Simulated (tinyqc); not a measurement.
Inside a calculation. Method: Hueckel theory of the pi electrons, for the molecule C=CC1=CC(O)=C2C=CC=C12 (SMILES; centres numbered as the heavy atoms are written). Computed by tinyqc, a small Python program that keeps every step. Settings: charge = 0. Command: `OMP_NUM_THREADS=1 python tinyqc.py 30119 30120 out.jsonl` (the two numbers bound the seeds that draw the settings). One thread of a shared host (Intel(R) Xeon(R) Processor @ 2.60GHz), about 0.01 s of CPU time with the checks.

## The Hueckel matrix

Centres:
```
centre,"z_r, pi electrons of the neutral centre",h
1C,1,0.000000
2C,1,0.000000
3C,1,0.000000
4C,1,0.000000
5C,1,0.000000
6O,2,2.290000
7C,1,0.000000
8C,1,0.000000
9C,1,0.000000
10C,1,0.000000
11C,1,0.000000
```

Bonds:
```
i,j,k
1,2,1
2,3,1
3,4,1
4,5,1
5,6,0.730000
5,7,1
7,8,1
8,9,1
9,10,1
10,11,1
11,3,1
11,7,1
```

H_rr = alpha + h_r beta, H_rs = k_rs beta for bonded centres.

Hueckel matrix in units of beta (H = alpha + beta A), lower triangle:
```
,1C,2C,3C,4C,5C,6O,7C,8C,9C,10C,11C
1C,0.000000
2C,1.000000,0.000000
3C,0.000000,1.000000,0.000000
4C,0.000000,0.000000,1.000000,0.000000
5C,0.000000,0.000000,0.000000,1.000000,0.000000
6O,0.000000,0.000000,0.000000,0.000000,0.730000,2.290000
7C,0.000000,0.000000,0.000000,0.000000,1.000000,0.000000,0.000000
8C,0.000000,0.000000,0.000000,0.000000,0.000000,0.000000,1.000000,0.000000
9C,0.000000,0.000000,0.000000,0.000000,0.000000,0.000000,0.000000,1.000000,0.000000
10C,0.000000,0.000000,0.000000,0.000000,0.000000,0.000000,0.000000,0.000000,1.000000,0.000000
11C,0.000000,0.000000,1.000000,0.000000,0.000000,0.000000,1.000000,0.000000,0.000000,1.000000,0.000000
```

## Orbitals

pi electrons, sum of z_r less the charge = 12

Diagonalise; E = alpha + x beta with beta < 0, so the largest x are filled first; degenerate levels share their electrons. P = sum n_i c_ri c_si; each orbital has its largest coefficient positive (the first on a tie).

x values: 2.675193  2.250757  1.619642  1.099805  0.773647  0.457636  -0.046211  -0.980633  -1.524847  -1.925130  -2.109859

occupations: 2.000000  2.000000  2.000000  2.000000  2.000000  2.000000  0.000000  0.000000  0.000000  0.000000  0.000000

coefficients:
```
,MO1,MO2,MO3,MO4,MO5,MO6,MO7,MO8,MO9,MO10,MO11
1C,0.032799,-0.086183,0.280290,-0.306612,0.464787,-0.147899,0.451079,0.565797,0.161973,-0.097784,-0.147062
2C,0.087745,-0.193977,0.453970,-0.337213,0.359581,-0.067684,-0.020845,-0.554839,-0.246985,0.188246,0.310280
3C,0.201934,-0.350412,0.454978,-0.064257,-0.186598,0.116924,-0.450116,-0.021703,0.214640,-0.264615,-0.507585
4C,0.223407,-0.169177,0.298868,0.353429,-0.083879,0.545657,0.060205,0.364144,-0.265749,0.395587,0.197788
5C,0.395723,-0.030365,0.029081,0.452960,0.121705,0.132788,0.447334,-0.335388,0.190586,-0.496942,0.090280
6O,0.749957,0.564839,-0.031669,-0.277821,-0.058591,-0.052902,-0.139779,0.074858,-0.036470,0.086063,-0.014979
7C,0.287761,-0.311499,-0.228649,0.347549,0.220807,-0.446270,0.021162,-0.089898,0.001758,0.498265,-0.377332
8C,0.145031,-0.245205,-0.383474,0.016161,0.469185,0.087447,-0.429752,0.211566,-0.378706,-0.387866,0.142972
9C,0.100224,-0.240398,-0.392442,-0.329774,0.142177,0.486289,-0.001302,-0.117571,0.575711,0.248428,0.075681
10C,0.123089,-0.295872,-0.252141,-0.378849,-0.359190,0.135096,0.429812,-0.096272,-0.499165,-0.090390,-0.302649
11C,0.229061,-0.425538,-0.015936,-0.086886,-0.420063,-0.424464,-0.018560,0.211978,0.185440,-0.074416,0.562865
```

charge and bond-order matrix P, lower triangle:
```
,1C,2C,3C,4C,5C,6O,7C,8C,9C,10C,11C
1C,0.837955
2C,0.854743,0.998015
3C,0.160060,0.477789,0.846381
4C,-0.244750,0.003645,0.594231,1.195085
5C,-0.156415,-0.128308,0.134984,0.649147,0.791965
6O,0.065634,0.036119,-0.076587,-0.119237,0.277412,1.931794
7C,0.068529,-0.051443,-0.104966,-0.181094,0.483445,-0.077565,1.201641
8C,0.237175,0.087091,-0.275251,-0.053301,0.259441,-0.108393,0.551974,0.912509
9C,0.018562,0.013367,-0.045112,0.165283,-0.063900,0.018737,-0.213559,0.655751,1.174577
10C,-0.223808,-0.113641,0.241956,-0.055710,-0.294039,0.104654,-0.172068,0.048509,0.643952,0.914122
11C,-0.132203,0.004781,0.444908,-0.217366,-0.087481,0.006272,0.537178,-0.183867,-0.211945,0.569148,1.195956
```

## Energy, charges, bond orders

E = sum n x; q_r = z_r - P_rr; bond order p = P_rs; free valence = sqrt(3) - sum of p over the bonds of the atom.

pi energy = 12 alpha + this times beta = 17.753360

pi charges: 1C 0.162045, 2C 0.001985, 3C 0.153619, 4C -0.195085, 5C 0.208035, 6O 0.068206, 7C -0.201641, 8C 0.087491, 9C -0.174577, 10C 0.085878, 11C -0.195956

Bond orders and lengths from R = 1.517 - 0.180 p (angstrom, C-C alone):
```
bond,p,R
1-2,0.854743,1.363146
2-3,0.477789,1.430998
3-4,0.594231,1.410038
4-5,0.649147,1.400154
5-6,0.277412,-
5-7,0.483445,1.429980
7-8,0.551974,1.417645
8-9,0.655751,1.398965
9-10,0.643952,1.401089
10-11,0.569148,1.414553
11-3,0.444908,1.436917
11-7,0.537178,1.420308
```

free valence of the carbons: 1C 0.877308, 2C 0.399519, 3C 0.215122, 4C 0.488673, 5C 0.322047, 7C 0.159454, 8C 0.524325, 9C 0.432348, 10C 0.518952, 11C 0.180817

gap between the highest filled and the next level = 0.503847 |beta|
